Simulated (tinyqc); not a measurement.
Reverse leakage of an n+-p junction: diffusion, generation, trap-assisted and band-to-band tunnelling: one step of the calculation.

One-sided abrupt junction in the depletion approximation, x from the junction (0) to W on the p side, field F = F0 (1 - x/W). Flat quasi-Fermi levels, long p side. Traps generate through SRH with both lifetimes shortened by 1 + Gamma (Hurkx enhancement, form for moderate fields); band-to-band generation is local and needs a total bending above Eg.

Task. Current components. u = (Vbi + VR)(1 - x/W)^2, p = Na exp(-u/Vt), n = Nd exp((u - Vbi - VR)/Vt); G0 = ni^2 (1 - exp(-VR/Vt))/(tau (n + p + 2 ni cosh(Et/Vt))); Gamma = 2 sqrt(3 pi)(F/FG) exp((F/FG)^2); trap-assisted part G0 Gamma; G_bb = Ab F^2.5 exp(-Bb/F) with F in V/cm, zero unless Vbi + VR > Eg. 15 equal steps.

Each current is q times the trapezoid sum of its rate; J adds J_diff; J_bb under 1e-8 of the sum is given as 0.

Constants: q = 1.602176634e-19 C. Results are converted to the units shown.

```
point	x (nm)	G0 (cm^-3 s^-1)	G0 Gamma (cm^-3 s^-1)	G_bb (cm^-3 s^-1)
0	0.00000	5.8025031e10	9.2546936e10	5.1104581e-46
1	30.65975	2.8745114e15	4.2461620e15	2.7395423e-51
2	61.31950	9.7220083e16	1.3239878e17	~0
3	91.97925	9.7352275e16	1.2156912e17	~0
4	122.63899	9.7352287e16	1.1075852e17	~0
5	153.29874	9.7352287e16	1.0012855e17	~0
6	183.95849	9.7352287e16	8.9661292e16	~0
7	214.61824	9.7352286e16	7.9339257e16	~0
8	245.27799	9.7351997e16	6.9145139e16	~0
9	275.93774	9.7314905e16	5.9040119e16	~0
10	306.59749	9.5121095e16	4.7950420e16	~0
11	337.25723	5.8010222e16	2.3338350e16	~0
12	367.91698	9.4659345e15	2.8508970e15	0
13	398.57673	1.5911577e15	3.1905258e14	0
14	429.23648	5.2419694e14	5.2513005e13	0
15	459.89623	3.6131070e14	0	0
```

J_diff = 3.6378860e-8 A/cm^2

Give: J_SRH; J_TAT; J_bb; J.

Result.

J_SRH = 4.649e-7 A/cm^2
J_TAT = 4.130e-7 A/cm^2
J_bb = 0 A/cm^2
J = 9.143e-7 A/cm^2

Range of the model: The n+ side is degenerate, so Vbi from Boltzmann statistics is only a guide.

Program tinyqc, `OMP_NUM_THREADS=1 python tinyqc.py 2290035 2290036 out.jsonl`; Intel Xeon 2.30GHz, shared host, one thread, about 0.01 s.

~0 in a residual or rate marks an entry under 1e-11 of the largest of its column.
